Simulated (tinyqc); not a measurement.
From results back to parameters: Lorentz oscillators and the Kramers-Kronig relations. Two cases, with inputs chosen for the exercise.

Problem. Below the gap a single undamped oscillator gives n^2 - 1 = Eo Ed/(Eo^2 - E^2) (Wemple-DiDomenico). Two refractive indices were computed from hidden Eo and Ed.

Find: Eo; Ed; n at E = 0.
Method. 1/(n^2 - 1) = Eo/Ed - E^2/(Eo Ed) is a straight line in E^2: slope -1/(Eo Ed), intercept Eo/Ed.

Case 1.

Values chosen: Ea = 0.93 eV; Eb = 2.15 eV.
n(Ea) = 2.618213
n(Eb) = 2.782773

Solution.

Eo = 5.42 eV
Ed = 30.8 eV
n at E = 0 = 2.585

Case 2.

Values chosen: Ea = 1.14 eV; Eb = 2.09 eV.
n(Ea) = 2.260858
n(Eb) = 2.414744

Solution.

Eo = 4.68 eV
Ed = 18.1 eV
n at E = 0 = 2.206

Computed by tinyqc, one run a case: `OMP_NUM_THREADS=1 python tinyqc.py N N+1 out.jsonl` with N = 1682344, 1682469; one thread of a shared Intel(R) Xeon(R) Processor @ 2.30GHz, about 0.2 s a run at most.
